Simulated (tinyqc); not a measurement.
## Off-state leakage of single and stacked transistors: subthreshold current against the height of the stack

n-channel devices of unit width. Subthreshold current I(Vg, Vs, Vd) = I0 (T/300 K)^0.5 exp[(Vg - Vs - VT(T) - gb (Vs - Vb) + dd (Vd - Vs))/(nf Vt)] (1 - exp(-(Vd - Vs)/Vt)), VT(T) = VT - cT (T - 300 K). Gate-edge tunnelling Ig (Vd/1 V) exp(ag (Vd - 1 V)), for a gate at 0 V, and band-to-band leakage Ab u exp(-Bb/u), u = Vd - Vb + 1 V, flow at a drain held at V; both are taken as independent of T. In a stack of off transistors (all gates at 0 V) the same subthreshold current passes through each.

All n gates at 0 V, bottom source at 0 V, top drain at V; node voltages follow from equal currents.

Inputs (values chosen for the exercise); values of the order met in bulk silicon logic transistors:
```
symbol  value   unit                                             meaning
T         398      K                                         temperature
V         0.8      V                                      supply voltage
VT       0.46      V        threshold at 300 K, zero drain and body bias
cT        0.8   mV/K              fall of the threshold with temperature
I0       0.36  uA/um                       current at threshold at 300 K
nf       1.21                                               slope factor
dd       0.05                            drain-induced lowering per volt
gb       0.12         rise of the threshold per volt of source-body bias
Vb          0      V                                        body voltage
```

Constants: q = 1.602176634e-19 C, kB = 1.380649e-23 J/K, Vt = kB T/q. Results are converted to the units shown.

Results:
columns A: n; B: I (nA/um); C: reduction factor; D: drain voltage of the bottom device (mV); E: source voltage of the top device (mV); F: voltage across the top device (V)
```
A         B      C      D      E       F
1    0.1104  1.000  800.0      0  0.8000
3   0.01875  5.887  19.58  62.88  0.7371
4   0.01326  8.325  12.73  75.17  0.7248
5   0.01026  10.76  9.453  84.27  0.7157
6  0.008364  13.19  7.521  91.50  0.7085
```

Estimate the missing row, n = 2.

Computed row:
columns A: n; B: I (nA/um); C: reduction factor; D: drain voltage of the bottom device (mV); E: source voltage of the top device (mV); F: voltage across the top device (V)
```
A        B      C      D      E       F
2  0.03203  3.445  43.88  43.88  0.7561
```

With this row back in the table: The second transistor cuts the current by a factor of 3.45, the third by a further 1.71 and the sixth by 1.23. The top device keeps 88.6 % of the supply at n = 6, while the drain voltage of the bottom one falls to 0.219 Vt.

Computed by the program tinyqc: `OMP_NUM_THREADS=1 python tinyqc.py 2242239 2242240 out.jsonl`, one thread of a shared Intel Xeon 2.30GHz, about 0.03 s for the whole run.
